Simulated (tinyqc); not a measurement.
Inputs raised by 10 %, one at a time: critical temperature from a phonon spectrum: McMillan, Allen-Dynes and the linearised Eliashberg equation. Computed by tinyqc, a small Python program. Command: `OMP_NUM_THREADS=1 python tinyqc.py 3000372 3000373 out.jsonl eliashberg sens`. One thread of a shared host (Intel(R) Xeon(R) Processor @ 2.30GHz), about 0.06 s of CPU time with the checks.

alpha^2 F(omega) = sum_i (lambda_i omega_i/2) delta(omega - omega_i), so that lambda = 2 int alpha^2 F/omega d omega = sum_i lambda_i.

Inputs (values chosen for the exercise, for a model metal): peak energy omega_1 = 4.98 meV; coupling lambda_1 = 0.687; Coulomb pseudopotential mu* = 0.15.

Peaks in alpha^2 F: one.

Constants: k_B = 8.617333262e-05 eV/K.

Method:
- omega_log = exp(sum lambda_i ln omega_i / lambda); omega_rms = sqrt(sum lambda_i omega_i^2 / lambda).
- McMillan form: k_B T_c = (omega_log/1.2) exp[-1.04 (1 + lambda)/(lambda - mu* (1 + 0.62 lambda))]. Allen-Dynes multiplies it by f1 f2: f1 = [1 + (lambda/L1)^(3/2)]^(1/3), L1 = 2.46 (1 + 3.8 mu*); f2 = 1 + (omega_rms/omega_log - 1) lambda^2/(lambda^2 + L2^2), L2 = 1.82 (1 + 6.3 mu*) omega_rms/omega_log.
- Linearised Eliashberg equation at omega_n = (2n + 1) pi k_B T, n = 0..N-1: lambda(j) = sum_i lambda_i omega_i^2/(omega_i^2 + (2 pi j k_B T)^2); K_mn = lambda(m - n) + lambda(m + n + 1) - 2 mu*(N) - delta_mn [2m + 1 + lambda(0) + 2 sum_(j=1..m) lambda(j)], with 1/mu*(N) = 1/mu* + ln(omega_rms/omega_N), omega_N = (2N + 1) pi k_B T. T_c is where the largest eigenvalue rho of K is zero.
- N is the smallest integer at or above 8 omega_max/(2 pi k_B T_AD), omega_max the highest peak and T_AD the Allen-Dynes value.
- T_c ~ M^(-a). All omega_i scale as M^(-1/2) at fixed lambda, but mu* = mu/(1 + mu ln(E_F/omega)) changes: d mu*/d ln omega = mu*^2. In the McMillan form a = (1/2) [1 - 1.04 (1 + lambda)(1 + 0.62 lambda) mu*^2/(lambda - mu* (1 + 0.62 lambda))^2].

Runs:

| input moved | from | to | T_c, Eliashberg (K) | T_c, Allen-Dynes (K) | T_c, McMillan form (K) | isotope exponent a |
|---|---|---|---|---|---|---|
| base run | - | - | 1.1302 | 1.2095 | 1.1807 | 0.37426 |
| peak energy omega_1 (meV) | 4.98 | 5.478 | 1.2432 | 1.3305 | 1.2988 | 0.37426 |
| coupling lambda_1 | 0.687 | 0.7557 | 1.5402 | 1.6354 | 1.5908 | 0.39477 |
| Coulomb pseudopotential mu* | 0.15 | 0.165 | 0.9338 | 1.0135 | 0.9905 | 0.33310 |

Exponents ln(y'/y) / ln(x'/x):

| input | T_c, Eliashberg | T_c, Allen-Dynes | T_c, McMillan form | isotope exponent a |
|---|---|---|---|---|
| peak energy omega_1 | 1.000 | 1.000 | 1.000 | 0.000 |
| coupling lambda_1 | 3.247 | 3.165 | 3.128 | 0.560 |
| Coulomb pseudopotential mu* | -2.002 | -1.855 | -1.842 | -1.222 |

Among the inputs moved here: T_c, Eliashberg answers most in size to coupling lambda_1 (exponent +3.247), next to Coulomb pseudopotential mu* (-2.002). T_c, Allen-Dynes answers most in size to coupling lambda_1 (exponent +3.165), next to Coulomb pseudopotential mu* (-1.855). T_c, McMillan form answers most in size to coupling lambda_1 (exponent +3.128), next to Coulomb pseudopotential mu* (-1.842). Isotope exponent a answers most in size to Coulomb pseudopotential mu* (exponent -1.222), next to coupling lambda_1 (+0.560); its exponent is below 0.0005 for peak energy omega_1.

Extremes, crossings and ranges named in words are read from the listed rows.
